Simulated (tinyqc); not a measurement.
Inside a calculation. Method: Pariser-Parr-Pople SCF with singles CI, for the molecule O=C1C=CC(=O)C=C1 (SMILES; centres numbered as the heavy atoms are written). One step of it, computed by the program tinyqc.

Task: PPP integrals. Mataga-Nishimoto: gamma = 14.399645/(R + a), a = 2 x 14.399645/(gamma_rr + gamma_ss); H_rr = -W_r - sum_(s != r) z_s gamma_rs; H_rs = beta for bonds.

Centres (angstrom, eV; a flat drawing with bonds scaled to 1.40 angstrom):
```
centre          x          y  core charge z          W   gamma_rr
1O       2.800000   0.000000              1  17.700000  15.200000
2C       1.400000   0.000000              1  11.160000  11.130000
3C       0.700000   1.212000              1  11.160000  11.130000
4C      -0.700000   1.212000              1  11.160000  11.130000
5C      -1.400000   0.000000              1  11.160000  11.130000
6O      -2.800000   0.000000              1  17.700000  15.200000
7C      -0.700000  -1.212000              1  11.160000  11.130000
8C       0.700000  -1.212000              1  11.160000  11.130000
```

Resonance integrals (eV):
```
i  j       beta
1  2  -2.510000
2  3  -2.390000
3  4  -2.390000
4  5  -2.390000
5  6  -2.510000
5  7  -2.390000
7  8  -2.390000
8  2  -2.390000
```

Give: repulsion gamma_rs; core matrix H.

Result:

repulsion gamma_rs (eV), order 1O, 2C, 3C, 4C, 5C, 6O, 7C, 8C:
$$\begin{pmatrix}
15.2000 & 5.7742 & 4.0926 & 3.0014 & 2.7201 & 2.1993 & 3.0014 & 4.0926 \\
5.7742 & 11.1300 & 5.3463 & 3.8725 & 3.5175 & 2.7201 & 3.8725 & 5.3463 \\
4.0926 & 5.3463 & 11.1300 & 5.3455 & 3.8725 & 3.0014 & 3.5181 & 3.8732 \\
3.0014 & 3.8725 & 5.3455 & 11.1300 & 5.3463 & 4.0926 & 3.8732 & 3.5181 \\
2.7201 & 3.5175 & 3.8725 & 5.3463 & 11.1300 & 5.7742 & 5.3463 & 3.8725 \\
2.1993 & 2.7201 & 3.0014 & 4.0926 & 5.7742 & 15.2000 & 4.0926 & 3.0014 \\
3.0014 & 3.8725 & 3.5181 & 3.8732 & 5.3463 & 4.0926 & 11.1300 & 5.3455 \\
4.0926 & 5.3463 & 3.8732 & 3.5181 & 3.8725 & 3.0014 & 5.3455 & 11.1300
\end{pmatrix}$$

core matrix H (eV), order 1O, 2C, 3C, 4C, 5C, 6O, 7C, 8C:
$$\begin{pmatrix}
-42.5816 & -2.5100 & 0.0000 & 0.0000 & 0.0000 & 0.0000 & 0.0000 & 0.0000 \\
-2.5100 & -41.6094 & -2.3900 & 0.0000 & 0.0000 & 0.0000 & 0.0000 & -2.3900 \\
0.0000 & -2.3900 & -40.2096 & -2.3900 & 0.0000 & 0.0000 & 0.0000 & 0.0000 \\
0.0000 & 0.0000 & -2.3900 & -40.2096 & -2.3900 & 0.0000 & 0.0000 & 0.0000 \\
0.0000 & 0.0000 & 0.0000 & -2.3900 & -41.6094 & -2.5100 & -2.3900 & 0.0000 \\
0.0000 & 0.0000 & 0.0000 & 0.0000 & -2.5100 & -42.5816 & 0.0000 & 0.0000 \\
0.0000 & 0.0000 & 0.0000 & 0.0000 & -2.3900 & 0.0000 & -40.2096 & -2.3900 \\
0.0000 & -2.3900 & 0.0000 & 0.0000 & 0.0000 & 0.0000 & -2.3900 & -40.2096
\end{pmatrix}$$
